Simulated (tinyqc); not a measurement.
Cyclotron resonance of ellipsoidal valleys, Ge type: one step. Cyclotron masses and resonance fields. Two cases, with inputs chosen for the exercise.

Task: For each axis, mc and B = h nu mc/(2 muB).

Valleys along [111], [-111], [1-11], [11-1], mass ml along the axis and mt across it. B lies in the (1-10) plane, b = (sin(theta)/sqrt2, sin(theta)/sqrt2, cos(theta)). For the angle phi between B and the axis, 1/mc^2 = cos^2(phi)/mt^2 + sin^2(phi)/(mt ml). Resonance: h nu = 2 muB B/mc, h = 2 pi hbar.

Constants: hbar = 6.58211957e-16 eV s; muB = 5.788381798e-05 eV/T.

Case 1.

Values chosen (out of a larger set: near those of Ge; not measured data):
- ml = 1.636 m0 (longitudinal mass)
- mt = 0.082 m0 (transverse mass)
- nu = 24 GHz (microwave frequency)

cos^2(phi): [111] 0.608465, [-111] 0.308008, [1-11] 0.308008, [11-1] 0.108852

Case 2.

Values chosen (out of a larger set: near those of Ge; not measured data):
- ml = 1.613 m0 (longitudinal mass)
- mt = 0.078 m0 (transverse mass)
- nu = 24 GHz (microwave frequency)

cos^2(phi): [111] 0.995755, [-111] 0.132015, [1-11] 0.132015, [11-1] 0.073549

Give: Resonances.

Result:

Case 1.

Resonances:
```
axis    mc (m0)   B (T)
[111]    0.1035  0.0887
[-111]   0.1401  0.1201
[1-11]   0.1401  0.1201
[11-1]   0.2093  0.1794
```

3 distinct masses appear; the limits are mt = 0.082 (B along the axis) and sqrt(ml mt) = 0.3663 (B across it).

Case 2.

Resonances:
```
axis    mc (m0)   B (T)
[111]    0.0782  0.0670
[-111]   0.1870  0.1603
[1-11]   0.1870  0.1603
[11-1]   0.2267  0.1944
```

3 distinct masses appear; the limits are mt = 0.078 (B along the axis) and sqrt(ml mt) = 0.3547 (B across it).

Computed by tinyqc, one run a case: `OMP_NUM_THREADS=1 python tinyqc.py N N+1 out.jsonl` with N = 1282229, 1282441; one thread of a shared Intel(R) Xeon(R) Processor @ 2.30GHz, about 0.01 s a run at most.
